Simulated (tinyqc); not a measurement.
Capacitance of parallel on-chip lines from Laplace's equation on a mesh: two steps of the calculation.

Cross-section of an endless row of equal lines between two grounded planes; neighbours are driven in antiphase (+1 V and -1 V), so the plane midway between two lines is at 0 V. By symmetry one quarter is solved: x runs from the centre of a line (column 0, mirror) to that midplane (column 3, 0 V), y from the mid-height of the line (row 0, mirror) to the ground plane (row 3, 0 V). The line fills columns 0 to 1 and rows 0 to 1 at 1 V. Cells beside the line (below row 1) have e2, cells above have e1. Each link between nodes has the conductance g = mean permittivity of the two cells beside it (a cell beyond a mirror counts as 0), and the free nodes obey sum g (V_neighbour - V) = 0.

Values chosen for this exercise:
- e1 = 2.4 (relative permittivity above and below the lines)
- e2 = 2.7 (relative permittivity between the lines)
- om = 1 (over-relaxation factor)

Question 1. Link conductances. gx[j, i] joins node (row j, column i) to column i + 1, gy[j, i] to row j + 1.

Give: gx; gy.

Answer 1.

gx:
```
	col 0	col 1	col 2
row 0	1.350	1.350	1.350
row 1	2.550	2.550	2.550
row 2	2.400	2.400	2.400
row 3	1.200	1.200	1.200
```

gy:
```
	col 0	col 1	col 2	col 3
row 0	1.350	2.700	2.700	1.350
row 1	1.200	2.400	2.400	1.200
row 2	1.200	2.400	2.400	1.200
```

Question 2. Relaxation sweep. One sweep visits the free nodes row by row from row 0, left to right, and replaces V by V + om (weighted mean of the neighbours - V), using new values at once.

V at the start (V):
```
	col 0	col 1	col 2	col 3
row 0	1	1	0	0
row 1	1	1	0	0
row 2	0	0	0	0
row 3	0	0	0	0
```

gx:
```
	col 0	col 1	col 2
row 0	1.35	1.35	1.35
row 1	2.55	2.55	2.55
row 2	2.4	2.4	2.4
row 3	1.2	1.2	1.2
```

gy:
```
	col 0	col 1	col 2	col 3
row 0	1.35	2.7	2.7	1.35
row 1	1.2	2.4	2.4	1.2
row 2	1.2	2.4	2.4	1.2
```

Find: V after sweep 1.

Answer 2.

V after sweep 1 (V):
```
	col 0	col 1	col 2	col 3
row 0	1.000	1.000	0.250	0.000
row 1	1.000	1.000	0.316	0.000
row 2	0.250	0.312	0.157	0.000
row 3	0.000	0.000	0.000	0.000
```

Program tinyqc, `OMP_NUM_THREADS=1 python tinyqc.py 2790196 2790197 out.jsonl`; Intel Xeon 2.30GHz, shared host, one thread, about 0.8 s.
